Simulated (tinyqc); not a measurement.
Thermal displacements in the Debye model: Debye-Waller factors, bond-length spread and the Lindemann rule: one step, computed by the program tinyqc. Command: `OMP_NUM_THREADS=1 python tinyqc.py 3021972 3021973 out.jsonl debyewaller walk`. One thread of a shared host (Intel(R) Xeon(R) Processor @ 2.30GHz), about 0.01 s of CPU time with the checks.

A Debye spectrum with three branches of one velocity, cut at k_B Theta; 2 atoms per cube, nearest neighbours at d = 0.866025 a.

Task: Lindemann melting temperature. <u_x^2> = (3 hbar^2/(2 M k_B Theta)) int_0^1 s coth(s Theta/(2T)) ds (64 Gauss-Legendre points); it tends to 3 hbar^2/(4 M k_B Theta) at T = 0 and to 3 hbar^2 T/(M k_B Theta^2) at high T. Melting is placed where sqrt(3 <u_x^2>) = x_L d; the classical form gives T_m = M k_B Theta^2 (x_L d)^2/(9 hbar^2).

Inputs (values chosen for the exercise, modelled on tungsten): atomic mass M = 183.84 u; Debye temperature Theta = 326 K; lattice constant a = 3.165 angstrom; temperature T = 20 K; Lindemann ratio x_L = 0.096.

Structure: bcc.

<u_x^2> = 6.220822e-04 angstrom^2

Constants: hbar^2/u = 4.18015928e-03 eV angstrom^2; k_B = 8.617333262e-05 eV/K.

Give: Lindemann T_m; classical T_m; ratio sqrt(3 <u_x^2>)/d at T.

Result:

Lindemann T_m = 3098 K

classical T_m = 3099 K

ratio sqrt(3 <u_x^2>)/d at T = 0.01576

The rule is empirical: x_L is fitted within a family of like crystals, and T_m goes as its square.
